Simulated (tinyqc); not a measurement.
Worked calculation: configuration-coordinate model of a defect: Huang-Rhys factor and luminescence line shape. Computed by tinyqc, a small Python program that keeps every step. Command: `OMP_NUM_THREADS=1 python tinyqc.py 3025442 3025443 out.jsonl ccline walk`. One thread of a shared host (Intel(R) Xeon(R) Processor @ 2.30GHz), about 0.01 s of CPU time with the checks. Intermediate numbers are printed to about 5 digits and carried at full precision; extremes and crossings named in words are read from the listed rows.

Ground state E_g(Q) = (1/2) omega_g^2 Q^2; excited state E_e(Q) = E_0 + (1/2) omega_e^2 (Q - dQ)^2 with omega_e = omega_g and E_0 = E_ZPL. Q is mass-weighted; the dipole does not depend on Q (Condon approximation).

Inputs (values chosen for the exercise, for a model defect in a wide-gap host):
```
quantity                          value              unit
zero-phonon energy E_ZPL           1.99                eV
displacement dQ                    0.73  u^(1/2) angstrom
ground-state phonon hbar omega_g   35.9               meV
temperature T                        50                 K
refractive index n_r                2.3                 -
transition dipole mu                1.5        e angstrom
quenching prefactor nu_0          5e+11               1/s
```

Modes: equal frequencies in both states.

Constants: hbar^2/u = 4.18015928e-03 eV angstrom^2; k_B = 8.617333262e-05 eV/K; hbar = 6.582119569e-16 eV s; e = 1.602176634e-19 C; eps_0 = 8.8541878128e-12 F/m; hbar = 1.054571817e-34 J s; c = 299792458 m/s.

## Huang-Rhys factors and vertical energies

S = hbar omega dQ^2/(2 hbar^2/u) for each state; relaxation energy S hbar omega; absorption at E_0 + S_e hbar omega_e, emission at E_0 - S_g hbar omega_g; the Stokes shift is their difference.

S_g = 2.2883

S_e = 2.2883

relaxation energy, ground state = 0.082151 eV

relaxation energy, excited state = 0.082151 eV

vertical absorption energy = 2.0722 eV

vertical emission energy = 1.9078 eV

Stokes shift = 0.16430 eV

The coupling is intermediate: phonon replicas can be resolved beside the zero-phonon line.

## Emission lines at zero temperature

From the lowest excited level the line to ground level n lies at E_ZPL - n hbar omega_g with Franck-Condon weight exp(-S) S^n/n!; the emitted intensity carries a further factor E^3. S = S_g; up to eleven lines, of positive energy only, from n = max(0, integer part of S - 5).

Lines:
```
n   energy (eV)      weight  intensity / largest
0        1.9900  1.0144e-01           4.2645e-01
1        1.9541  2.3212e-01           9.2400e-01
2        1.9182  2.6558e-01           1.0000e+00
3        1.8823  2.0258e-01           7.2074e-01
4        1.8464  1.1589e-01           3.8918e-01
5        1.8105  5.3039e-02           1.6792e-01
6        1.7746  2.0229e-02           6.0310e-02
7        1.7387  6.6128e-03           1.8543e-02
8        1.7028  1.8915e-03           4.9822e-03
9        1.6669  4.8094e-04           1.1883e-03
10       1.6310  1.1005e-04           2.5473e-04
```

The weight peaks at n = 2 and the intensity at n = 2.

## Band at temperature T

Overlaps <m_e|n_g> of harmonic-oscillator functions (Hermite recursion, positive leading coefficients) by a sum over an even grid (700 points from x = -9 to 9 + d for the small table, 1500 points from -16 to 16 + d for the thermal sums), with x = Q sqrt(omega_g/hbar), d = sqrt(2 S_g) and frequency ratio omega_e/omega_g. Initial levels m = 0..24 carry Boltzmann weights exp(-m hbar omega_e/k_B T), normalised; final levels n = 0..79; a line lies at E_ZPL + m hbar omega_e - n hbar omega_g with weight w_m <m|n>^2. Moments are taken over these weights without the E^3 factor; FWHM = 2 sqrt(2 ln 2) x standard deviation; the zero-phonon weight is the sum of w_m <m|m>^2.

mean emission energy = 1.9078 eV

FWHM from the second moment = 0.12791 eV

zero-phonon weight = 0.10145

skewness = -0.66058

Caution: for small S the spectrum is a set of resolved lines, and a Gaussian width has little meaning.

## Crossing, radiative lifetime and thermal quenching

The curves cross at the root Q_c nearest dQ; the barrier is (1/2) omega_e^2 (Q_c - dQ)^2, with (1/2) omega^2 = (hbar omega)^2/(2 hbar^2/u). k_r = n_r omega^3 mu^2/(3 pi eps_0 hbar c^3) at the vertical emission energy, without local-field correction; k_nr = nu_0 exp(-barrier/k_B T) (Mott-Seitz); yield = k_r/(k_r + k_nr); T_1/2 = barrier/(k_B ln(nu_0/k_r)).

Q_c = 9.2067 u^(1/2) angstrom

classical barrier = 11.077 eV

radiative lifetime = 7.3298 ns

luminescence yield = 1

quenching temperature T_1/2 = 15663 K

The barrier is so high that this route does not halve the yield below 1000 K. Caution: the curves cross far outside the range of the harmonic model, so the barrier and T_1/2 have no quantitative meaning.

## Width and zero-phonon weight against temperature

For comparison: FWHM(0) sqrt(coth(hbar omega_e/2 k_B T)) with FWHM(0) from the first row, and exp(-S_g coth(hbar omega_e/2 k_B T)).

Against temperature:
```
T (K)  mean energy (eV)  FWHM (eV)  coth law (eV)  zero-phonon weight  exp(-S coth)
21               1.9078    0.12788        0.12788             0.10144    1.0144e-01
62               1.9078    0.12804        0.12804             0.10152    1.0088e-01
120              1.9078    0.13192        0.13192             0.10344    8.7593e-02
210              1.9078    0.14687        0.14687             0.10900    4.8889e-02
330              1.9078    0.17106        0.17106             0.11263    1.6665e-02
500              1.9078    0.20372        0.20372             0.11082    3.0065e-03
710              1.9078    0.23944        0.23944             0.10491    3.2806e-04
```

The width grows by a factor 1.87, flat while k_B T is well below hbar omega and as sqrt(T) above; for equal frequencies the coth law is exact. The mean energy stays fixed, as it must for equal frequencies. The zero-phonon weight goes from 0.101 to 0.105; the single exponential assumes equal frequencies, leaves out lines that absorb and emit the same number of phonons, and falls to 3.28e-4. The rise of the weight is a feature of one sharp mode; with a spread of mode energies those lines leave the zero-phonon energy and the weight falls.

Checks made by the program: grid overlaps at equal frequencies against the Poisson weights (relative difference below 1e-10); width at T against the coth law (relative difference below 1e-10).
